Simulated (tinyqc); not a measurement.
Voltage drop against the factor on the load at the hot node.

A grid of 17 by 17 nodes with segments Rx (rows) and Ry (columns); every node draws I1 and the central node kh I1; pads with resistance Rp sit at the nodes whose row and column are multiples of the pitch, counting from 0. The drops u = Vdd - V follow from G u = i, with G the conductance matrix and i the load currents, solved directly. Here the pitch is 8.

Inputs (values chosen for the exercise):
```
symbol,value,unit,meaning
Vdd,0.75,V,supply voltage
Rx,0.38,ohm,resistance of a horizontal segment
Ry,0.27,ohm,resistance of a vertical segment
Rp,0.17,ohm,resistance from a pad node to the supply
I1,0.24,mA,load current of a node in the large grid
```

Result of one run:
```
pads  worst drop (mV)  mean drop (mV)  largest drop at a pad (mV)  largest pad current (mA)  worst drop over Vdd (%)
9              4.2684          3.5157                      4.2043                    24.731                  0.56912
```

Which factor on the load at the hot node kh gave this result: 2, 10, 20, 50 or 100?

kh = 100.

The whole series:
```
kh   pads  worst drop (mV)  mean drop (mV)  largest drop at a pad (mV)  largest pad current (mA)  worst drop over Vdd (%)
1       9           3.2665          2.8795                      1.8572                    10.925                  0.43554
2       9           3.2746          2.8859                      1.8809                    11.064                  0.43661
5       9           3.2988          2.9052                      1.9520                    11.483                  0.43984
10      9           3.3391          2.9373                      2.0706                    12.180                  0.44521
20      9           3.4255          3.0016                      2.3076                    13.574                  0.45674
50      9           3.6940          3.1944                      3.0189                    17.758                  0.49254
100     9           4.2684          3.5157                      4.2043                    24.731                  0.56912
```

The worst drop rises from 3.27 to 4.27 mV and the mean drop rises from 2.88 to 3.52 mV. The central node is itself a pad. The drops are linear in the loads, so the mean grows by 0.00643 mV for each unit of kh in every row.

Computed by the program tinyqc: `OMP_NUM_THREADS=1 python tinyqc.py 2770153 2770154 out.jsonl`, one thread of a shared Intel Xeon 2.30GHz, about 0.1 s for the whole run.
